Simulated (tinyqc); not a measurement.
Vacuum evaporation: vapour pressure, source flux, thickness distribution, purity and step coverage: one step, computed by the program tinyqc.

Molecular flow, unit sticking of the metal, no re-evaporation. The background gas is taken as water vapour (18.015 g/mol, collision diameter 0.37 nm) at 300 K.

Task: Scattering and purity. Mean free path lambda = k_B T_g/(sqrt2 pi d^2 p); unscattered share exp(-h/lambda); gas arrival p/sqrt(2 pi m_g k_B T_g); impurity ratio = sticking x gas arrival/metal arrival; monolayer time = 1e15 cm^-2/(sticking x gas arrival).

Inputs (values chosen for the exercise, modelled on gold, with constants for the liquid):

| quantity | value | unit |
|---|---|---|
| source temperature T | 1720 | K |
| source-to-wafer distance h | 24 | cm |
| background pressure p | 2e-07 | Pa |
| sticking of background gas | 0.2 | - |

arrival rate at the centre = 2.289964e+15 1/(cm^2 s)

Constants: k_B = 1.380649e-23 J/K; u = 1.6605390666e-27 kg.

Give: mean free path; unscattered share; gas arrival rate; impurity ratio; monolayer time.

Result:

mean free path = 34049 m

unscattered share = 0.99999

gas arrival rate = 7.1680e+11 1/(cm^2 s)

impurity ratio = 6.2603e-05

monolayer time = 6975.5 s
